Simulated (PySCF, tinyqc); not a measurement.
RHF in the sto-3g basis, for BeH+, spin multiplicity 1, step by step. The lowest restricted solution is unstable here: a spin-polarised one lies 0.0803 hartree lower (PySCF). One step of it, computed by the program tinyqc.

Problem. Iteration 2: building the Fock matrix. J_ij = sum D_kl (ij|kl), K_ij = sum D_kl (ik|jl); F = H + J - 0.5 K; E = tr D H + tr D J / 2 - 0.25 tr D K + E_nn.

D after iteration 1, lower triangle:
```
            1Be 1s    1Be 2s   1Be 2px   1Be 2py   1Be 2pz     2H 1s
1Be 1s    2.134590
1Be 2s   -0.519347  2.004353
1Be 2px   0.000000  0.000000  0.000000
1Be 2py   0.000000  0.000000  0.000000  0.000000
1Be 2pz  -0.023961  0.090750  0.000000  0.000000  0.004109
2H 1s    -0.090923  0.324534  0.000000  0.000000  0.014695  0.052570
```

core Hamiltonian H = T + V (hartree), lower triangle:
```
            1Be 1s     1Be 2s    1Be 2px    1Be 2py    1Be 2pz      2H 1s
1Be 1s   -8.070882
1Be 2s   -1.985138  -2.305724
1Be 2px   0.000000   0.000000  -1.828313
1Be 2py   0.000000   0.000000   0.000000  -1.828313
1Be 2pz  -0.004792  -0.051673   0.000000   0.000000  -1.856296
2H 1s    -0.026614  -0.203518   0.000000   0.000000  -0.283406  -1.281632
```

Two-electron integrals (ij|kl) in chemists' order, unique and non-zero (hartree):
```
(11|11) 2.298831   (21|11) 0.392036   (21|21) 0.079539   (22|11) 0.570988
(22|21) 0.143041   (22|22) 0.417683   (31|31) 0.014607   (32|31) 0.021888
(32|32) 0.092265   (33|11) 0.569578   (33|21) 0.143083   (33|22) 0.417589
(33|33) 0.449859   (41|41) 0.014607   (42|41) 0.021888   (42|42) 0.092265
(43|43) 0.024249   (44|11) 0.569578   (44|21) 0.143083   (44|22) 0.417589
(44|33) 0.401360   (44|44) 0.449859   (51|51) 0.014607   (52|51) 0.021888
(52|52) 0.092265   (53|53) 0.024249   (54|54) 0.024249   (55|11) 0.569578
(55|21) 0.143083   (55|22) 0.417589   (55|33) 0.401360   (55|44) 0.401360
(55|55) 0.449859   (61|11) 0.004871   (61|21) 0.001000   (61|22) 0.001855
(61|33) 0.001838   (61|44) 0.001838   (61|51) 0.000118   (61|52) 0.000226
(61|55) 0.001891   (61|61) 0.000014   (62|11) 0.033476   (62|21) 0.008624
(62|22) 0.030570   (62|33) 0.029256   (62|44) 0.029256   (62|51) 0.001039
(62|52) 0.008273   (62|55) 0.033159   (62|61) 0.000126   (62|62) 0.005264
(63|31) 0.000432   (63|32) 0.002619   (63|53) 0.001121   (63|63) 0.000266
(64|41) 0.000432   (64|42) 0.002619   (64|54) 0.001121   (64|64) 0.000266
(65|11) 0.046413   (65|21) 0.012007   (65|22) 0.043518   (65|33) 0.041320
(65|44) 0.041320   (65|51) 0.001586   (65|52) 0.012672   (65|55) 0.047859
(65|61) 0.000178   (65|62) 0.008086   (65|65) 0.012494   (66|11) 0.203761
(66|21) 0.052878   (66|22) 0.203057   (66|33) 0.194099   (66|44) 0.194099
(66|51) 0.004790   (66|52) 0.050826   (66|55) 0.220722   (66|61) 0.000755
(66|62) 0.051733   (66|65) 0.082562   (66|66) 0.774606
```

nuclear repulsion = 0.81505924 hartree

Give: Coulomb J; exchange K; Fock matrix F; total energy of this density.

Solution.

Coulomb J (hartree), lower triangle:
```
         1Be 1s  1Be 2s  1Be 2px  1Be 2py  1Be 2pz  2H 1s
1Be 1s    5.680
1Be 2s    1.050   1.941
1Be 2px   0.000   0.000    1.936
1Be 2py   0.000   0.000    0.000    1.936
1Be 2pz   0.004   0.024    0.000    0.000    1.940
2H 1s     0.013   0.132    0.000    0.000    0.186  0.874
```

exchange K (hartree), lower triangle:
```
         1Be 1s  1Be 2s  1Be 2px  1Be 2py  1Be 2pz  2H 1s
1Be 1s    4.659
1Be 2s    0.786   0.878
1Be 2px   0.000   0.000    0.195
1Be 2py   0.000   0.000    0.000    0.195
1Be 2pz   0.001   0.059    0.000    0.000    0.205
2H 1s     0.009   0.129    0.000    0.000    0.047  0.089
```

Fock matrix F (hartree), lower triangle:
```
         1Be 1s  1Be 2s  1Be 2px  1Be 2py  1Be 2pz   2H 1s
1Be 1s   -4.721
1Be 2s   -1.328  -0.804
1Be 2px   0.000   0.000    0.010
1Be 2py   0.000   0.000    0.000    0.010
1Be 2pz  -0.001  -0.057    0.000    0.000   -0.019
2H 1s    -0.018  -0.136    0.000    0.000   -0.121  -0.452
```

total energy of this density = -14.40449 hartree
